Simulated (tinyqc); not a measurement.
Electron mobility in a silicon inversion layer, empirical terms and Matthiessen rule: course of the iteration: inversion density for the measured current.

Inversion layer of sheet density Ns on a uniformly doped body, under a high-permittivity gate with an interlayer. The mobility terms are empirical power laws with prefactors chosen for the exercise; adding their inverses (Matthiessen) is itself an approximation.

I = (W/L) q Ns mu Vd. E = q (Ndep + eta Ns)/(eps0 eps_r) in MV/cm. With t = T/(300 K): muC = Ac (Ns/1e12 cm^-2) t/(Nb/1e17 cm^-3 + Nit/1e11 cm^-2), muP = Ap E^(-1/3) t^(-1.75), muS = As E^(-gs), muR = Ar exp(2 ti/lr)/t; 1/mu is the sum of the inverses. Ns(new) = I/((W/L) q mu Vd).

Stop when Ns changes by less than 1e5 cm^-2, or after 120 iterations.

Values chosen for this exercise; material values close to those of silicon: temperature T = 300 K; relative permittivity of the semiconductor eps_r = 11.9; body doping Nb = 3.7e17 cm^-3; weight of the inversion charge in the effective field eta = 0.5; phonon-limited mobility at 1 MV/cm and 300 K Ap = 455 cm^2/(V s); roughness-limited mobility at 1 MV/cm As = 979 cm^2/(V s); exponent of the roughness term gs = 2; Coulomb prefactor Ac = 2400 cm^2/(V s); charge at the interface Nit = 4.3e10 cm^-2; remote-phonon mobility without interlayer Ar = 240 cm^2/(V s); interlayer thickness ti = 0.4 nm; decay length of remote phonons lr = 0.6 nm; ratio W/L WL = 10; drain voltage Vd = 0.01 V; measured linear current I = 1.61 uA.

Constants: q = 1.602176634e-19 C, eps0 = 8.8541878128e-14 F/cm where lengths are in cm. Results are converted to the units shown.

Ns at the start = 2.9e11 cm^-2
Ndep = 2.10211e12 cm^-2

Course of the iteration:

| iteration | Ns (cm^-2) | \|change\| (cm^-2) |
|---|---|---|
| 1 | 8.73042e11 | 5.83e11 |
| 2 | 4.84542e11 | 3.88e11 |
| 3 | 6.36890e11 | 1.52e11 |
| 4 | 5.54062e11 | 8.28e10 |
| 5 | 5.93272e11 | 3.92e10 |
| 6 | 5.73298e11 | 2.00e10 |
| 7 | 5.83120e11 | 9.82e9 |
| 8 | 5.78203e11 | 4.92e9 |
| 9 | 5.80643e11 | 2.44e9 |
| ... | ... | ... |
| 16 | 5.79825e11 | 1.85e7 |
| 17 | 5.79834e11 | 9.19e6 |
| 18 | 5.79829e11 | 4.57e6 |
| 19 | 5.79832e11 | 2.28e6 |
| 20 | 5.79830e11 | 1.13e6 |
| 21 | 5.79831e11 | 5.64e5 |
| 22 | 5.79831e11 | 2.81e5 |
| 23 | 5.79831e11 | 1.40e5 |
| 24 | 5.79831e11 | 6.95e4 |

Did this iteration meet its convergence test, and what does its course show?

Yes. Converged in 24 iterations. At the end each change is about 0.50 times the one before, with alternating sign: linear convergence.

Computed by the program tinyqc: `OMP_NUM_THREADS=1 python tinyqc.py 2510128 2510129 out.jsonl`, one thread of a shared Intel Xeon 2.30GHz, about 0.01 s for the whole run.
